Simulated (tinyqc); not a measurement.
Stepped quantum well by finite differences: sweeps and comparisons. A value that a table varies takes the place of the one given here.

Finite differences on points z_i at the centres of cells of width h: H_ii = (c/h^2)(1/m_(i-1/2) + 1/m_(i+1/2)) + V_i, H_(i,i+1) = -(c/h^2)/m_(i+1/2), where m_(i+1/2) is the mean of the masses at the two points (the end values are repeated outwards), psi = 0 on the points beyond both ends, c = hbar^2/2m0. The field adds e F (z - z0) with z0 the middle of the structure; 1 kV/cm = 1e-5 eV/angstrom.

Constants: hbar^2/2m0 = 3.80998211 eV angstrom^2.

Inputs chosen for the exercise (near those of a non-polar GaN well in AlGaN; the results hold for these values, not for the real material):
```
symbol  value                                                                      unit      meaning
layers  ((36, 0.3, 0.224), (18, 0, 0.198), (27, 0.174, 0.2131), (36, 0.3, 0.224))            each layer: thickness in angstrom, band edge in eV, mass in m0
hf      0.5625                                                                     angstrom  cell width of the fine grid
Fs      (0, 33.3, 66.7, 100, 133, 167, 200)                                        kV/cm     fields
F       56                                                                         kV/cm     field along z
```

## Stark shift

Fine grid. Perturbation theory: dE1 = e F z_11 - beta (e F)^2 with beta = sum_j z_1j^2/(E_j - E_1) over the 13 next levels at zero field, z from z0.

Levels against field:
```
F (kV/cm),E1 (eV),E2 (eV),dE1 (meV),second order (meV),<z - z0> (angstrom),E2 - E1 (meV)
0,0.1214,0.2699,0.00,0.00,-10.2,148.5
33.3,0.1180,0.2728,-3.46,-3.46,-10.6,154.9
66.7,0.1144,0.2752,-7.07,-7.08,-11.0,160.8
100,0.1106,0.2769,-10.79,-10.83,-11.4,166.3
133,0.1068,0.2779,-14.60,-14.68,-11.7,171.1
167,0.1028,0.2779,-18.65,-18.80,-12.1,175.1
200,0.0987,0.2768,-22.69,-22.94,-12.4,178.1
```

z_11 = -10.19 angstrom
beta = 641.4 angstrom^2/eV

How do the results move?

The state sits -10.2 angstrom off the middle at zero field, so the shift starts linearly in F. At 200 kV/cm E1 has moved by -22.69 meV, where second order gives -22.94 meV; they differ by 1.1 % there. The electron moves by -2.2 angstrom, against the rise of the potential. From 66.7 kV/cm on E2 lies above the lowest point of the outer barrier, so it is a resonance or a state of the finite grid, held or pushed up by its ends. E2 - E1 grows with the field; the ends are 148.5 and 178.1 meV.

## Order of mass and momentum

Fine grid. Hermitian kinetic operators m^a p m^b p m^a with 2a + b = -1: H_ii = (c/h^2) m_i^(2a) (m_(i-1/2)^b + m_(i+1/2)^b) + V_i, H_(i,i+1) = -(c/h^2) m_i^a m_(i+1)^a m_(i+1/2)^b; BenDaniel-Duke is a = 0. The halved form has H_ii = 2c/(h^2 m_i) + V_i and H_(i,i+1) = -(c/2h^2)(1/m_i + 1/m_(i+1)). The shifts are measured against BenDaniel-Duke; the last column repeats E1 with cells of hf/4.

Levels (eV):
```
operator,E1,E2,E1 - E1(BDD) (meV),E1 at hf/4
BenDaniel-Duke,0.1155,0.2745,0.0,0.1156
"(1/m) p^2 + p^2 (1/m), halved",0.1184,0.2736,2.8,0.1064
m^(-1/2) p^2 m^(-1/2),0.1221,0.2756,6.6,0.1222
m^(-1/4) p m^(-1/2) p m^(-1/4),0.1188,0.2750,3.3,0.1189
"one mass, the smallest",0.1190,0.2786,3.4,0.1190
```

How do the results move?

The three forms m^a p m^b p m^a span 6.6 meV in E1, 4 % of E2 - E1; they differ only at the mass steps (largest to smallest mass 1.13), where m^a psi is the continuous quantity. Dropping the mass step altogether moves E1 by +3.4 meV. Refining the grid moves the halved form by -11.9 meV, against at most 0.04 meV for the other three: at an abrupt step it has no limit as the grid is refined.

Run: tinyqc, `OMP_NUM_THREADS=1 python tinyqc.py 1281901 1281902 out.jsonl`; Intel(R) Xeon(R) Processor @ 2.30GHz, one thread, shared host; about 0.04 s of CPU time with all checks.
